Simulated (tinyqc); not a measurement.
Elastic trap-assisted tunnelling through a dielectric: one step of the calculation.

Emitter at x = 0 (Fermi level 0), collector at x = t (Fermi level -V), band edge U(x) = phi - F x, F = V/t. A trap at x has the energy E = U(x) - Et. With G(u) = (4/(3 F)) sqrt(mo/C) max(u, 0)^1.5, C = hbar^2/(2 m0): S1 = G(phi - E) - G(Et), S2 = G(Et) - G(phi - V - E), T1,2 = exp(-S1,2). The steady rate through one trap is nu T1 T2 (f1 - f2)/(T1 + T2), f1 = f(E), f2 = f(E + V), f(y) = 1/(1 + exp(y/Vt)); both contacts offer states at E.

Question. Rate through a trap near the best position. n equally spaced x from xa to xb, where nearly all of the current flows; J = q Nt times the integral of the rate, by Simpson's rule.

Values chosen for this exercise; dielectric values close to those of silicon dioxide:
```
symbol,value,unit,meaning
T,300,K,temperature
phi,3.05,eV,barrier above the emitter Fermi level
mo,0.51,m0,tunnelling mass
t,6.3,nm,thickness
Et,2.23,eV,trap depth below the band edge of the dielectric
Nt,1.2e17,cm^-3,trap density
nu,1e13,1/s,attempt frequency
n,9,,points of the grid
V,3.21,V,voltage
xa,1.84,nm,left end of the grid
xb,2.94,nm,right end of the grid
```

Constants: q = 1.602176634e-19 C, kB = 1.380649e-23 J/K, hbar = 1.054571817e-34 J s, m0 = 9.1093837015e-31 kg, Vt = kB T/q, hbar^2/(2 m0) = 0.0380998212 eV nm^2. Results are converted to the units shown.

Wanted: x; E; S1; S2; f1 - f2; rate; J.

Answer.

```
point	x (nm)	E (eV)	S1	S2	f1 - f2	rate (1/s)
0	1.840	-0.1175	22.09	31.88	0.9895	0.1409
1	1.978	-0.1876	23.89	31.84	0.9993	0.1486
2	2.115	-0.2576	25.71	31.59	1.000	0.1902
3	2.252	-0.3277	27.55	31.23	1.000	0.2680
4	2.390	-0.3978	29.41	30.77	1.000	0.3441
5	2.527	-0.4678	31.29	30.25	1.000	0.1909
6	2.665	-0.5379	33.18	29.66	1.000	0.03767
7	2.803	-0.6079	35.10	29.01	1.000	0.005701
8	2.940	-0.6780	37.03	28.31	1.000	8.263e-4
```

J = 3.294e-10 A/cm^2

Range of the model: Phonon-assisted (inelastic) capture, chains of traps and a spread of trap depths are left out.

Computed by the program tinyqc: `OMP_NUM_THREADS=1 python tinyqc.py 2370098 2370099 out.jsonl`, one thread of a shared Intel Xeon 2.30GHz, about 0.04 s for the whole run.
